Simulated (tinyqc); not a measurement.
Worked calculation: tight binding, honeycomb lattice. One step of it, computed by the program tinyqc.

Task: Bloch Hamiltonian at k. H_AB = -t1 (1 + exp(-i k.a1) + exp(-i k.a2)); H_AA = delta - 2 t2 sum cos(k.b + phi), H_BB = -delta - 2 t2 sum cos(k.b - phi), b = a1, a2 - a1, -a2.

Parameters chosen for this model:
```
parameter     value                        unit
t1         1.360000                 eV, nearest
t2                0       eV, second neighbours
phi        1.570000  rad, phase of t2 (Haldane)
delta      1.360000          eV, +/- on A and B
```

k point k (fractions of the reciprocal vectors): -0.430000  -0.150000

Give: H(k) at k.

Result:

H(k) at k (eV):
```
               A              B
A          1.360  -0.929-1.679i
B  -0.929+1.679i         -1.360
```
